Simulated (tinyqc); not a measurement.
Lossy package transmission line with skin effect: two steps of the calculation.

A uniform line in a homogeneous dielectric: c = sqrt(er)/(c0 Z0), l = Z0 sqrt(er)/c0 (c0 = 299792458 m/s), g = w c td, w = 2 pi f. The resistance joins its limits as r = sqrt(r_dc^2 + r_hf^2), with r_dc = rho/(wd th), r_hf = kr rho/(2 delta (wd + th)), delta = sqrt(rho/(pi f mu0)), mu0 = 4 pi 1e-7 H/m; this is an interpolation, and internal inductance, up to 0.05 nH/mm at low frequency, is neglected.

Parameters, values chosen for the exercise: width of the strip wd = 87 um; thickness of the strip th = 17 um; resistivity rho = 2.2 uohm cm; relative permittivity er = 3; loss tangent td = 0; lossless impedance sqrt(l/c) Z0 = 75 ohm; factor for crowding and the return path kr = 2; source resistance Rg = 25 ohm; load resistance RL = 100 ohm; load capacitance CL = 0 fF; frequency f = 0.69 GHz.

Task 1. Line constants. delta, r_dc, r_hf, r, l, c and g as defined.

Wanted: delta; r_dc; r_hf; r; l; c; g.

Result 1.

delta = 2.842 um
r_dc = 0.01487 ohm/mm
r_hf = 0.07444 ohm/mm
r = 0.07591 ohm/mm
l = 0.4333 nH/mm
c = 77.03 pF/m
g = 0 S/m

r is 5.10 times r_dc; the skin depth is 0.167 of the thickness.

Task 2. Reflection, input impedance and transfer. ZL = 1/(1/RL + i w CL); reflection (ZL - Zc)/(ZL + Zc); Zin = Zc (ZL + Zc tanh(gamma len))/(Zc + ZL tanh(gamma len)); H = V_load/V_source = [Zin/(Zin + Rg)]/[cosh(gamma len) + (Zc/ZL) sinh(gamma len)].

gamma len = 0.00505948+0.25052869i
Zc = 75.015299-1.514949i ohm

Find: ZL; reflection at the load; Zin; H; |H|.

Result 2.

ZL = 100.0+0.0i ohm
reflection at the load = 0.1427+0.0099i
Zin = 96.12-13.60i ohm
H = 0.7823-0.1734i
|H| = -1.924 dB

Numbers from tinyqc (`OMP_NUM_THREADS=1 python tinyqc.py 2810128 2810129 out.jsonl`; about 0.01 s on one thread of a shared Intel Xeon 2.30GHz).
